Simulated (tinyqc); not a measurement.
Worked calculation: band gaps under pressure and temperature from deformation potentials. Values are carried at full precision from step to step, so a last printed digit may differ when a step is redone from the rounded ones.

Murnaghan: V/V0 = (1 + Bp P/B0)^(-1/Bp), B0 = (C11 + 2 C12)/3. Each gap moves by a ln(V/V0) with its volume potential a, and falls with temperature by aV T^2/(T + bV) (Varshni); the two effects are added. No change of phase is considered.

Values chosen for the exercise (near those of AlAs, the X and L potentials typical of such crystals; shifted at random, so the results belong to these values and not to a real crystal):

| symbol | value | unit | meaning |
|---|---|---|---|
| C11 | 124.9 | GPa |  |
| C12 | 54.3 | GPa |  |
| Bp | 4.58 |  | pressure derivative of the bulk modulus |
| P | 1.9 | GPa | pressure |
| Eg | 3.115 | eV | gap at Gamma to the s-like level at 0 K, 0 GPa |
| EgX | 2.254 | eV | gap to X at 0 K, 0 GPa |
| EgL | 2.458 | eV | gap to L at 0 K, 0 GPa |
| aG | -8.09 | eV | volume potential of the Gamma gap |
| aX | 1.05 | eV | volume potential of the X gap |
| aL | -3.76 | eV | volume potential of the L gap |
| aV | (0.882, 0.711, 0.603) | meV/K | Varshni alpha of Gamma, X, L |
| bV | (571, 549, 206) | K | Varshni beta of Gamma, X, L |
| T | 300 | K | temperature |
| aT | 5.2 | 1e-6/K | linear thermal expansion near 300 K |

## Volume under pressure

Give B0, V/V0, ln(V/V0), the change of the lattice constant and the linear estimate -P/B0.

B0 = 77.83 GPa
V/V0 = 0.97713
ln(V/V0) = -0.02314
change of a = -0.768 %
-P/B0 = -0.02441

The stiffening under pressure makes the compression 5.2 % smaller than the linear estimate.

## Gaps at P and T

Give both shifts and the gaps.

pressure shifts (eV): Gamma 0.1872, X -0.0243, L 0.0870

temperature shifts (eV): Gamma -0.0911, X -0.0754, L -0.1073

gaps (eV): Gamma 3.2111, X 2.1543, L 2.4378

The lowest valley is X (indirect gap), 283 meV below L; at 0 K and 0 GPa it is X.

## Pressure coefficients

Expand in P: E = E0 + c1 P + c2 P^2 with c1 = -a/B0 and c2 = a Bp/(2 B0^2).

c1 (meV/GPa): Gamma 103.94, X -13.49, L 48.31

c2 (meV/GPa^2): Gamma -3.058, X 0.397, L -1.421

Gamma and L rise under pressure and X falls, as the signs of the volume potentials say.

## Pressures at which the valleys cross

Two gaps meet at ln(V/V0) = -(E_i - E_j)/(a_i - a_j), with the gaps at T and P = 0; then P = (B0/Bp)(exp(-Bp ln(V/V0)) - 1). A dash marks expansion or a compression beyond ln(V/V0) = -0.3.

Crossings:

| pair | E_i - E_j (eV) | ln(V/V0) | P (GPa) |
|---|---|---|---|
| Gamma-X | 0.8452 | 0.0925 | - |
| Gamma-L | 0.6731 | 0.1555 | - |
| L-X | 0.1721 | 0.0358 | - |

The lowest valley stays X down to ln(V/V0) = -0.3, far beyond the phase change of the real crystal near 12 GPa.

## How much of dE/dT is thermal expansion

At 300 K: dE/dT = -aV T (T + 2 bV)/(T + bV)^2; expansion alone gives 3 aT a; the rest is electron-phonon coupling.

dE/dT (meV/K): Gamma -0.5029, X -0.4137, L -0.5031

from expansion (meV/K): Gamma -0.1262, X 0.0164, L -0.0587

remainder (meV/K): Gamma -0.3767, X -0.4301, L -0.4444

Expansion supplies 25 % of the slope at Gamma and 12 % at L; at X it works against the fall.

## Checks

- Slope of the Gamma gap at P = 0 by finite differences against c1 (meV/GPa): both 103.94.

(tinyqc, `OMP_NUM_THREADS=1 python tinyqc.py 1051482 1051483 out.jsonl`, Intel(R) Xeon(R) Processor @ 2.30GHz, 1 thread, shared host, about 0.01 s.)
